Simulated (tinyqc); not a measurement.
# Fully depleted semiconductor-on-insulator film with two gates, non-linear Poisson equation by Newton steps: charge against front-gate voltage

One dimension across the film, front interface at x = 0, back interface at x = ts. psi is counted from the intrinsic level, n = ni exp(psi/Vt) (source grounded), holes neglected, acceptors ionised. Gates act through Cox = eps0 eox/tox and Cbox = 3.9 eps0/tb with potentials G1 = Vg - (phiM - chi - Vt ln(Nc/ni)) and G2 = Vb - (phiB - chi - Vt ln(Nc/ni)). Classical Boltzmann densities, no interface charge, no depletion in the back plane.

ni = sqrt(Nc Nv) exp(-Eg/(2 Vt)), Eg in volts. The Poisson equation eps0 eps_r d2psi/dx2 = q (n + Na), with -eps0 eps_r dpsi/dx = Cox (G1 - psi) at x = 0 and eps0 eps_r dpsi/dx = Cbox (G2 - psi) at x = ts, is solved on 300 equal intervals with half boxes at both ends; N_inv is the trapezoid sum of n. Swing = ln 10/(d ln N_inv/dVg); the last column is (dN_inv/dVb)/(dN_inv/dVg).

Inputs (values chosen for the exercise); band and dielectric values close to those of germanium:

| symbol | value | unit | meaning |
|---|---|---|---|
| T | 250 | K | temperature |
| Eg | 0.66 | eV | band gap |
| eps_r | 16.1 |  | relative permittivity |
| Nc | 7.99e18 | cm^-3 | conduction-band density of states at T |
| Nv | 4.53e18 | cm^-3 | valence-band density of states at T |
| chi | 4.07 | eV | electron affinity |
| eox | 3.9 |  | relative permittivity of the gate insulator (close to silicon dioxide) |
| tox | 2.3 | nm | insulator thickness |
| ts | 26 | nm | film thickness |
| tb | 16 | nm | buried-oxide thickness (eps_r 3.9) |
| Na | 2.1e17 | cm^-3 | acceptor density of the film |
| phiM | 4.19 | eV | work function of the front gate |
| phiB | 4.68 | eV | work function of the back plane |
| Vb | 0.4 | V | back-gate voltage |

Constants: q = 1.602176634e-19 C, kB = 1.380649e-23 J/K, Vt = kB T/q, eps0 = 8.8541878128e-14 F/cm where lengths are in cm. Results are converted to the units shown.

Result of one run:
```
Vg (V),psi front (V),psi back (V),N_inv (cm^-2),centroid/ts,swing (mV/decade),q dN_inv/dVg over Cox,back/front leverage
-0.13,0.0445,0.0103,7.93e6,0.342,60.6,3.22e-5,0.221
```

What becomes of these results when the front-gate voltage Vg is changed from -0.13 to 0.62 V, all else the same?

Result of the changed run:
```
Vg (V),psi front (V),psi back (V),N_inv (cm^-2),centroid/ts,swing (mV/decade),q dN_inv/dVg over Cox,back/front leverage
0.62,0.374,0.199,3.68e12,0.0614,993,0.911,0.122
```

The whole series:
```
Vg (V),psi front (V),psi back (V),N_inv (cm^-2),centroid/ts,swing (mV/decade),q dN_inv/dVg over Cox,back/front leverage
-0.28,-0.0915,-0.0873,3.09e4,0.521,64.2,1.18e-7,0.293
-0.13,0.0445,0.0103,7.93e6,0.342,60.6,3.22e-5,0.221
0.02,0.180,0.108,2.64e9,0.218,59.1,0.0110,0.175
0.17,0.291,0.179,2.75e11,0.142,133,0.507,0.147
0.32,0.336,0.194,1.24e12,0.0974,384,0.795,0.132
0.47,0.359,0.198,2.42e12,0.0749,681,0.875,0.125
0.62,0.374,0.199,3.68e12,0.0614,993,0.911,0.122
0.77,0.386,0.200,4.98e12,0.0525,1.31e3,0.931,0.120
0.92,0.395,0.201,6.30e12,0.0460,1.64e3,0.944,0.119
```

N_inv passes 1e11 cm^-2 at Vg = 0.123 V. The swing starts at 64.2 mV a decade, against (1 + k) Vt ln 10 = 54.7 for a front channel with k = Cs Cbox/(Cox (Cs + Cbox)) = 0.103, Cs = eps0 eps_r/ts; above threshold this column is no longer a subthreshold swing. The centroid falls from 0.521 to 0.0460 of ts and the leverage of the back gate falls from 0.293 to 0.119. For Vg = 0.32, 0.47, 0.62, 0.77, 0.92 the density at an interface exceeds 0.3 Nc, where Boltzmann statistics fail. For Vg = 0.32, 0.47, 0.62, 0.77, 0.92 the classical centroid lies within 3 nm of an interface, where confinement, left out, would push it away.

Computed by the program tinyqc: `OMP_NUM_THREADS=1 python tinyqc.py 2190044 2190045 out.jsonl`, one thread of a shared Intel Xeon 2.30GHz, about 0.3 s for the whole run.
